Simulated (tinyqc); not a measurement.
# FinFET, parasitic resistance, capacitance and delay: effects of single changes

Nf fins under one contact; each has gated perimeter p = 2 Hf + Wf and cross-section A = Hf Wf; contact width Wc = Nf pf, stack height Hs = Hf. Contact length Lc = CPP - Lg - 2 Lsp, shared by two neighbouring gates. Source and drain sides are equal. The formulas are first-order estimates, not field solutions.

Inputs (values chosen for the exercise); values close to those of silicon logic devices:
```
symbol,value,unit,meaning
T,300,K,temperature
Nf,1,,number of fins
Hf,42,nm,fin height
Wf,6,nm,fin width
pf,42,nm,fin pitch
CPP,45,nm,contacted gate pitch
Lg,18,nm,gate length
Lsp,6,nm,spacer length
ks,3.3,,relative permittivity of the spacer
Hc,20,nm,gate height above the channel stack
rc,3.3e-9,ohm cm^2,contact resistivity
re,0.00065,ohm cm,resistivity of the source-drain epitaxy
te,25,nm,current-carrying depth of the epitaxy
rx,0.0015,ohm cm,resistivity of the extension
Lov,0.5,nm,gate overlap
Cinv,3.3,uF/cm^2,inversion capacitance
vx,9.4e6,cm/s,injection velocity
mu,130,cm^2/(V s),apparent mobility
VT,0.22,V,threshold at zero drain voltage
dl,0.041,V/V,barrier lowering
n,1.2,,subthreshold factor
Cw,0.16,fF,wire load
Vdd,0.75,V,supply voltage
```

Constants: q = 1.602176634e-19 C, kB = 1.380649e-23 J/K, eps0 = 8.8541878128e-12 F/m, Vt = kB T/q. Results are converted to the units shown.

Each table varies one quantity; the others keep the values above.

## Effect of the wire load

Epitaxy sheet resistance Rsh = re/te, transfer length LT = sqrt(rc/Rsh), contact Rc = [sqrt(rc Rsh)/Wc] coth(Lc/(2 LT)); extension of one fin Rx = rx Lsp/A. With N fins: gate Cg = Cinv p N Lg; per side, plate Cp = ks eps0 [Wc (Hs + Hc) - N A]/Lsp, top fringe Cf = (2/pi) ks eps0 Wc ln(1 + Lg/(2 Lsp)), overlap Co = Cinv p N Lov. One fin: I = p Q vx u/(1 + |u|^1.8)^(1/1.8), Q = Cinv n Vt ln(1 + exp((Vg' - VT + dl Vd')/(n Vt))), u = Vd' mu/(vx Lg), Vg' = Vgs - v, Vd' = Vds - 2 v, with the drop on each side v = Rc (sum of I) + Rx I. Ieff = [I(Vgs = Vdd, Vds = Vdd/2) + I(Vdd/2, Vdd)]/2, total currents. With Cs = Cp + Cf + Co, the load of an inverter of two such devices driving an equal one is CL = 2 (Cg + 2 Cs) + 4 Cs + Cw (own drains counted twice for the Miller effect); delay CL Vdd/(2 Ieff).

The same in every row: Rc (ohm) = 1063; Rx/N (ohm) = 357.1; Ieff (uA) = 59.07.

Results:
```
Cw (fF),CL (aF),delay (ps)
0.02,236.2,1.499
0.043,259.2,1.645
0.093,309.2,1.963
0.2,416.2,2.642
0.93,1146,7.276
2,2216,14.07
```

Estimate the missing row, Cw = 0.43 fF.

Computed row:
```
Cw (fF),CL (aF),delay (ps)
0.43,646.2,4.102
```

With this row back in the table: As Cw goes from 0.02 to 2 fF, Ieff stays at 59.1 uA, CL rises from 236 to 2220 aF and the delay rises from 1.50 to 14.1 ps.

## Effect of the supply voltage

Same model as above.

The same in every row: Rc (ohm) = 1063; Rx/N (ohm) = 357.1; CL (aF) = 376.2.

Effect of the supply voltage:
```
Vdd (V),Ieff (uA),delay (ps)
0.45,21.08,4.015
0.55,33.02,3.132
0.65,45.86,2.666
0.75,59.07,2.388
0.85,72.46,2.206
0.95,85.95,2.079
```

As Vdd goes from 0.45 to 0.95 V, Ieff rises from 21.1 to 85.9 uA, CL stays at 376 aF and the delay falls from 4.02 to 2.08 ps.

## Effect of the relative permittivity of the spacer

Same model as above.

The same in every row: Rc (ohm) = 1063; Rx/N (ohm) = 357.1; Ieff (uA) = 59.07.

Results:
```
ks,CL (aF),delay (ps)
1,308.3,1.957
2,337.8,2.144
4,396.8,2.519
5.5,441.1,2.800
7,485.3,3.081
```

Estimate the missing row, ks = 3.

Computed row:
```
ks,CL (aF),delay (ps)
3,367.3,2.332
```

With this row back in the table: As ks goes from 1 to 7, Ieff stays at 59.1 uA, CL rises from 308 to 485 aF and the delay rises from 1.96 to 3.08 ps.

tinyqc, about 0.02 s, one thread, Intel Xeon 2.30GHz (shared host): `OMP_NUM_THREADS=1 python tinyqc.py 2170003 2170004 out.jsonl`
